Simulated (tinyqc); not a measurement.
From results back to parameters: defect, radiative and Auger recombination at equal electron and hole densities (ABC model). Two cases, with inputs chosen for the exercise.

Problem. The peak efficiency, the current at the peak and the differential lifetime there, tau_p = 1/(Ae + 2 B n_p + 3 C n_p^2), are given; Ae, B and C are hidden. n_p = sqrt(Ae/C), Q = B/sqrt(Ae C), IQE_max = Q/(Q + 2).

J/(e d) = Ae n + B n^2 + C n^3 with Ae = A + 4 S/w (four side walls, carriers spread evenly), e = 1.602176634e-19 C, lengths in cm; internal efficiency IQE = B n^2/(Ae n + B n^2 + C n^3); all injected carriers recombine in the layer.

Find: Q; Ae; n_p; B; C.

Method. Q = 2 IQE/(1 - IQE). At the peak B n = Q Ae and C n^2 = Ae, so 1/tau_p = Ae (4 + 2Q) and J = e d Ae n_p (2 + Q); B and C follow.

Case 1.

Values chosen (out of a larger set: orders of magnitude like those quoted for InGaAs; not measured data): d = 62 nm (active thickness).

IQE_max = 0.697831
J at the peak = 18.9798 A/cm^2
tau_p = 7.55424 ns

Solution.

Q = 4.62
Ae = 1.00e+07 1/s
n_p = 2.89e+17 1/cm^3
B = 1.6e-10 cm^3/s
C = 1.2e-28 cm^6/s

Case 2.

Values chosen (out of a larger set: orders of magnitude like those quoted for InP; not measured data): d = 55 nm (active thickness).

IQE_max = 0.968168
J at the peak = 998.704 A/cm^2
tau_p = 1.12083 ns

Solution.

Q = 60.8
Ae = 7.10e+06 1/s
n_p = 2.54e+18 1/cm^3
B = 1.7e-10 cm^3/s
C = 1.1e-30 cm^6/s

Computed by tinyqc, one run a case: `OMP_NUM_THREADS=1 python tinyqc.py N N+1 out.jsonl` with N = 1681888, 1681929; one thread of a shared Intel(R) Xeon(R) Processor @ 2.30GHz, about 0.01 s a run at most.
